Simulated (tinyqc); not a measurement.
Hydrogenic impurity: series, fields, screening, photoionisation and donor-acceptor pairs: one step, computed by the program tinyqc.

One isotropic, parabolic band. Effective units: Ry* and a*, in which H = -nabla^2 - 2/r.

Problem. Effective units and the series. Ry* = Ry m/eps^2, a* = a_0 eps/m; level n is bound by Ry*/n^2; <r> = (3/2) a* in 1s; lines 1s -> np at Ry* (1 - 1/n^2); 1 THz = 4.135667696 meV.

Inputs (values chosen for the exercise, modelled on ZnO): electron mass m = 0.28 m_0; dielectric constant eps = 7.98.

Parts treated: electric field and pairs.

Constants: Ry = 13.605693123 eV; a_0 = 0.529177210903 angstrom; h x 1 THz = 4.135667696 meV.

Give: Ry*; a*; <r> of 1s; Series.

Solution.

Ry* = 59.824 meV

a* = 15.082 angstrom

<r> of 1s = 22.622 angstrom

Series:
```
n  binding (meV)  line from 1s (meV)  line (THz)
2         14.956              44.868      10.849
3          6.647              53.177      12.858
4          3.739              56.085      13.561
5          2.393              57.431      13.887
```
